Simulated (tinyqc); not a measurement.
Worked calculation: band gaps under pressure and temperature from deformation potentials. Values are carried at full precision from step to step, so a last printed digit may differ when a step is redone from the rounded ones.

Murnaghan: V/V0 = (1 + Bp P/B0)^(-1/Bp), B0 = (C11 + 2 C12)/3. Each gap moves by a ln(V/V0) with its volume potential a, and falls with temperature by aV T^2/(T + bV) (Varshni); the two effects are added. No change of phase is considered.

Inputs chosen for the exercise (near those of GaP, the X and L potentials typical of such crystals; the results hold for these values, not for the real material):
- C11 = 139.6 GPa
- C12 = 61.9 GPa
- Bp = 4.07 (pressure derivative of the bulk modulus)
- P = 3.1 GPa (pressure)
- Eg = 2.935 eV (gap at Gamma to the s-like level at 0 K, 0 GPa)
- EgX = 2.389 eV (gap to X at 0 K, 0 GPa)
- EgL = 2.705 eV (gap to L at 0 K, 0 GPa)
- aG = -9.74 eV (volume potential of the Gamma gap)
- aX = 1.64 eV (volume potential of the X gap)
- aL = -3.79 eV (volume potential of the L gap)
- aV = (0.569, 0.553, 0.603) meV/K (Varshni alpha of Gamma, X, L)
- bV = (384, 380, 390) K (Varshni beta of Gamma, X, L)
- T = 500 K (temperature)
- aT = 4.6 1e-6/K (linear thermal expansion near 300 K)

## Volume under pressure

Give B0, V/V0, ln(V/V0), the change of the lattice constant and the linear estimate -P/B0.

B0 = 87.80 GPa
V/V0 = 0.96755
ln(V/V0) = -0.03299
change of a = -1.094 %
-P/B0 = -0.03531

The stiffening under pressure makes the compression 6.6 % smaller than the linear estimate.

## Gaps at P and T

Give both shifts and the gaps.

pressure shifts (eV): Gamma 0.3213, X -0.0541, L 0.1250

temperature shifts (eV): Gamma -0.1609, X -0.1571, L -0.1694

gaps (eV): Gamma 3.0954, X 2.1778, L 2.6607

The lowest valley is X (indirect gap), 483 meV below L; at 0 K and 0 GPa it is X.

## Pressure coefficients

Expand in P: E = E0 + c1 P + c2 P^2 with c1 = -a/B0 and c2 = a Bp/(2 B0^2).

c1 (meV/GPa): Gamma 110.93, X -18.68, L 43.17

c2 (meV/GPa^2): Gamma -2.571, X 0.433, L -1.000

Gamma and L rise under pressure and X falls, as the signs of the volume potentials say.

## Pressures at which the valleys cross

Two gaps meet at ln(V/V0) = -(E_i - E_j)/(a_i - a_j), with the gaps at T and P = 0; then P = (B0/Bp)(exp(-Bp ln(V/V0)) - 1). A dash marks expansion or a compression beyond ln(V/V0) = -0.3.

Crossings:
```
pair     E_i - E_j (eV)  ln(V/V0)  P (GPa)
Gamma-X          0.5422    0.0476        -
Gamma-L          0.2385    0.0401        -
L-X              0.3037    0.0559        -
```

The lowest valley stays X down to ln(V/V0) = -0.3, far beyond the phase change of the real crystal near 22 GPa.

## How much of dE/dT is thermal expansion

At 300 K: dE/dT = -aV T (T + 2 bV)/(T + bV)^2; expansion alone gives 3 aT a; the rest is electron-phonon coupling.

dE/dT (meV/K): Gamma -0.3897, X -0.3803, L -0.4104

from expansion (meV/K): Gamma -0.1344, X 0.0226, L -0.0523

remainder (meV/K): Gamma -0.2553, X -0.4029, L -0.3581

Expansion supplies 34 % of the slope at Gamma and 13 % at L; at X it works against the fall.

## Checks

- Slope of the Gamma gap at P = 0 by finite differences against c1 (meV/GPa): both 110.93.

tinyqc: `OMP_NUM_THREADS=1 python tinyqc.py 1051249 1051250 out.jsonl`; about 0.01 s, one thread, shared Intel(R) Xeon(R) Processor @ 2.30GHz.
